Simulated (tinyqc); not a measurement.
Low-temperature mobility of a two-dimensional electron gas with static screening: one step, computed by the program tinyqc. Command: `OMP_NUM_THREADS=1 python tinyqc.py 3018113 3018114 out.jsonl twodeg walk`. One thread of a shared host (Intel(R) Xeon(R) Processor @ 2.30GHz), about 0.01 s of CPU time with the checks.

One subband is filled, the gas is degenerate and scatters at the Fermi circle; one permittivity serves on both sides of the interface. All formulas are in SI units, masses times m_0. Piezoelectric and polar phonons are left out, and n_s is taken as set by a gate, independent of N_i.

Task: The integrands at a few angles. Form factors with u = q/b: screening G(q) = [1 + 9u/8 + 3u^2/8]/(1 + u)^3, remote charge P(q) = exp(-q d)/(1 + u)^3. Dielectric function eps(q) = 1 + q_TF G(q)/q, with q = 2 k_F sin(theta/2). Roughness: <|U|^2> = (e F)^2 S(q), S = pi Delta^2 Lambda^2/(1 + q^2 Lambda^2/2)^(3/2). Remote charges: <|U|^2> = N_i [e^2 P(q)/(2 eps eps_0 q)]^2. The last two columns are (m/(pi hbar^3)) <|U|^2>/eps(q)^2.

Inputs (values chosen for the exercise, modelled on a silicon inversion layer):
```
quantity,value,unit
in-plane mass m,0.189,m_0
permittivity eps,11.7,-
roughness height Delta,0.32,nm
correlation length Lambda,7.8,nm
remote charge density N_i,3e+10,1/cm^2
distance d of the charges from the interface,0.74,nm
```

Wave function: Fang-Howard. Roughness spectrum: exponential.

k_F = 0.3544908 1/nm

b = 1.678366 1/nm

q_TF = 1.221054 1/nm

effective field F = 0.4191265 MV/cm

Constants: m_0 = 9.1093837015e-31 kg; hbar = 1.054571817e-34 J s; e = 1.602176634e-19 C; eps_0 = 8.8541878128e-12 F/m.

Give: Integrands (1e9/(s rad)).

Result:

Integrands (1e9/(s rad)):
```
theta (degrees),q (1/nm),G,eps(q),roughness,remote charges
5,0.0309,0.9664,39.16,25.8,125.6
15,0.0925,0.9051,12.94,174.0,94.8
30,0.1835,0.8259,6.50,339.4,61.9
60,0.3545,0.7059,3.43,330.7,27.3
90,0.5013,0.6252,2.52,254.9,13.4
135,0.6550,0.5568,2.04,188.5,6.3
180,0.7090,0.5358,1.92,169.6,4.9
```
